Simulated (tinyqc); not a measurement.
## Thickness from the transmission

Question. A dielectric of barrier phi1 and mass m1 carries the voltage V, so U = phi1 - V x/t1. At E = 0 the WKB exponent is S = (4 t1/(3 V)) sqrt(m1/C) [phi1^1.5 - max(phi1 - V, 0)^1.5], C = hbar^2/(2 m0), and T = exp(-S). Find S, t1 and the field.

Parameters, values chosen for the exercise:
- phi1 = 2.97 eV (barrier of layer 1 above the emitter Fermi level at zero bias)
- m1 = 0.5 m0 (tunnelling mass of layer 1)
- V = 1.4 V (voltage across the dielectric)

Constants: q = 1.602176634e-19 C, hbar = 1.054571817e-34 J s, m0 = 9.1093837015e-31 kg, hbar^2/(2 m0) = 0.0380998212 eV nm^2. Results are converted to the units shown.

T at E = 0 = 2.3059835e-15

Solution. At fixed V the exponent is proportional to t1.

S = 33.70
t1 = 3.100 nm
field = 4.516 MV/cm

Program tinyqc, `OMP_NUM_THREADS=1 python tinyqc.py 2540083 2540084 out.jsonl`; Intel Xeon 2.30GHz, shared host, one thread, about 0.03 s.
